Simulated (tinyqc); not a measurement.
Double-gate transistor, scale length and short-channel effects: two steps of the calculation.

A body of thickness ts between two insulators of thickness ti and two tied gates. Below threshold the potential that source and drain add obeys Laplace's equation and vanishes on the gate. Its lowest mode decays along the channel as exp(-k y); k is the smallest positive root of the matching condition at the interface, and the scale length is Lambda = pi/k.

Inputs (values chosen for the exercise); permittivities: semiconductor made up, insulator close to that of zirconium oxide:
- eps_r = 12.6 (relative permittivity of the semiconductor)
- ei = 25.1 (relative permittivity of the insulator)
- ti = 2.1 nm (insulator thickness)
- ts = 5.5 nm (body thickness)

Problem 1. Decay constant by Newton steps. f(k) = ei cos(k ti) cos(k ts/2) - eps_r sin(k ti) sin(k ts/2); f' by a central difference with +/- 1e-5 1/nm; k(new) = k - f/f'.

k at the start = 0.4375 1/nm

Find: f; f'; k after iteration 1.

Solution 1.

f = -3.8710
f' = -79.028 nm
k after iteration 1 = 0.38852 1/nm

Problem 2. Scale length against simple estimates. Lambda = pi/k and l = 1/k. A parabolic potential across the structure gives l(parabolic) = sqrt((eps_r/(2 ei)) ts ti (1 + ei ts/(4 eps_r ti))).

k = 0.39123250 1/nm

Find: Lambda; l; l(parabolic).

Solution 2.

Lambda = 8.0300 nm
l = 2.5560 nm
l(parabolic) = 2.5846 nm

Computed by the program tinyqc: `OMP_NUM_THREADS=1 python tinyqc.py 2420068 2420069 out.jsonl`, one thread of a shared Intel Xeon 2.30GHz, about 0.01 s for the whole run.
